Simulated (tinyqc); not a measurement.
From results back to parameters: Penn model of the dielectric constant and Phillips ionicity. Three cases, with inputs chosen for the exercise.

Problem. eps was computed from a and a hidden C.

n = 32/a^3; Ep^2 = 8 pi c e2 n with c = hbar^2/2m0, e2 = e^2/(4 pi eps0); EF = c (3 pi^2 n)^(2/3); eps = 1 + (Ep/Eg)^2 S with S = 1 - Eg/(4 EF) + (Eg/(4 EF))^2/3, Eg the Penn gap. Core d shells are left out.

Phillips: bond length d = sqrt(3) a/4; homopolar gap Eh = 39.74 d^(-2.48) eV (d in angstrom); Eg^2 = Eh^2 + C^2; ionicity fi = C^2/Eg^2.

Constants: hbar^2/2m0 = 3.80998211 eV angstrom^2; e^2/(4 pi eps0) = 14.39964547 eV angstrom.

Case 1.

Values chosen (out of a larger set: near those of GaSb; not measured data): a = 6.099 angstrom (cubic lattice constant, 32 valence electrons a cell).

eps = 10.88093

Case 2.

Values chosen (out of a larger set: near those of CdTe; not measured data): a = 6.483 angstrom (cubic lattice constant, 32 valence electrons a cell).

eps = 4.68205

Case 3.

Values chosen (out of a larger set: near those of AlAs; not measured data): a = 5.685 angstrom (cubic lattice constant, 32 valence electrons a cell).

eps = 9.06836

Find: Eg; Eh; C; fi.

Solution. eps falls steadily with Eg, so one Eg fits; C^2 = Eg^2 - Eh^2.

Case 1.

Eg = 4.203 eV
Eh = 3.575 eV
C = 2.21 eV
fi = 0.276

Case 2.

Eg = 6.066 eV
Eh = 3.073 eV
C = 5.23 eV
fi = 0.743

Case 3.

Eg = 5.150 eV
Eh = 4.256 eV
C = 2.90 eV
fi = 0.317

Computed by tinyqc, one run a case: `OMP_NUM_THREADS=1 python tinyqc.py N N+1 out.jsonl` with N = 1682069, 1682118, 1682146; one thread of a shared Intel(R) Xeon(R) Processor @ 2.30GHz, about 0.01 s a run at most.
